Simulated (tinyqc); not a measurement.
Regular and subregular solution with a miscibility gap: one step, computed by the program tinyqc.

Per mole of mixing sites: G(x) = x (1 - x) [L0 + L1 (1 - 2x)] + R T [x ln x + (1 - x) ln(1 - x)], x the fraction of B.

Question. Fastest-growing wave. G' = L0 (1 - 2x) + L1 (1 - 6x + 6x^2) + R T ln[x/(1 - x)]; G'' = -2 L0 - 6 L1 (1 - 2x) + R T/[x (1 - x)]. Linear Cahn-Hilliard theory, coherency strain left out, with energy density G/V_m + kappa (grad x)^2: the rate goes as -k^2 (G''/V_m + 2 kappa k^2), so k_c^2 = -G''/(2 kappa V_m), the fastest wave has k_m = k_c/sqrt(2) and length 2 pi/k_m.

Inputs (values chosen for the exercise, modelled on GaP(1-x)As(x)):
```
quantity                    value      unit
asymmetry L1                    0    kJ/mol
temperature T                 120         K
overall fraction x0          0.69         -
molar volume V_m             25.8  cm^3/mol
gradient coefficient kappa  3e-10       J/m
```

L0 = 3.651941 kJ/mol

Constants: R = 8.314462618 J/(mol K).

Give: G''(x0); k_c; fastest wavelength.

Answer.

G''(x0) = -2.639 kJ/mol

k_c = 0.4129 1/nm

fastest wavelength = 21.52 nm
